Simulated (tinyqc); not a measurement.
Worked calculation: lattice vibrations of a chain. Computed by tinyqc, a small Python program that keeps every step. Command: `OMP_NUM_THREADS=1 python tinyqc.py 27235 27236 out.jsonl` (the two numbers bound the seeds that draw the settings). One thread of a shared host (Intel(R) Xeon(R) Processor @ 2.60GHz), about 0.01 s of CPU time with the checks.

## Dynamical matrix at q = 0.45

A chain moving along its axis:
```
atom    mass (u)  spring to the next atom (eV/angstrom^2)
1     117.100000                                13.100000
2      13.200000                                11.400000
3      79.500000                                 9.800000
4      48.600000                                 9.900000
```

q is in units of 2 pi/a. A spring k from atom i to atom j, n cells on, adds k to Phi_ii and Phi_jj, -k exp(2 pi i q n) to Phi_ij and the conjugate to Phi_ji (for one atom a cell: 2k (1 - cos 2 pi q n)); D_ij = Phi_ij / sqrt(m_i m_j).

D(q) (eV/(angstrom^2 u)):
$$\begin{pmatrix}
0.196413 & -0.333201 & 0.000000 & 0.124809+0.040553i \\
-0.333201 & 1.856061 & -0.351912 & 0.000000 \\
0.000000 & -0.351912 & 0.266667 & -0.157661 \\
0.124809-0.040553i & 0.000000 & -0.157661 & 0.405350
\end{pmatrix}$$

## Frequencies

omega^2 are the eigenvalues; wavenumber = 521.4708 sqrt(eigenvalue) 1/cm.

eigenvalues: [0.073686, 0.119185, 0.541702, 1.989917]

wavenumbers (1/cm): [141.6, 180.0, 383.8, 735.6]

weights |e|^2 of the mass-weighted modes, order atom 1, atom 2, atom 3, atom 4:
$$\begin{pmatrix}
0.703393 & 0.147643 & 0.116999 & 0.031965 \\
0.036295 & 0.033373 & 0.001294 & 0.929038 \\
0.123326 & 0.647826 & 0.189903 & 0.038945 \\
0.136986 & 0.171157 & 0.691804 & 0.000053
\end{pmatrix}$$

## Dispersion and heat capacity

C/k_B per atom = mean over q = (j + 1/2)/80, j = 0..39 and all branches of y^2 e^y/(e^y - 1)^2, y = hc wavenumber / k_B T.

Wavenumbers (1/cm):
```
q           branch 1    branch 2    branch 3    branch 4
0.000000    0.000000  249.914278  369.868082  735.945722
0.062500   21.007390  248.090415  370.524773  735.932660
0.125000   41.904503  242.794097  372.328603  735.895442
0.187500   62.574473  234.468151  374.866276  735.839689
0.250000   82.882774  223.660641  377.649133  735.773842
0.312500  102.649832  210.923207  380.241946  735.707908
0.375000  121.556015  196.855834  382.313727  735.651943
0.437500  138.635575  182.610349  383.641209  735.614513
0.500000  148.134634  174.044853  384.097392  735.601362
```

Heat capacity:
```
T (K)  C/k_B per atom
20           0.068670
50           0.180338
100          0.368098
200          0.620491
300          0.762590
600          0.920982
1200         0.978472
```

zero-point energy per atom = 21.897131 meV
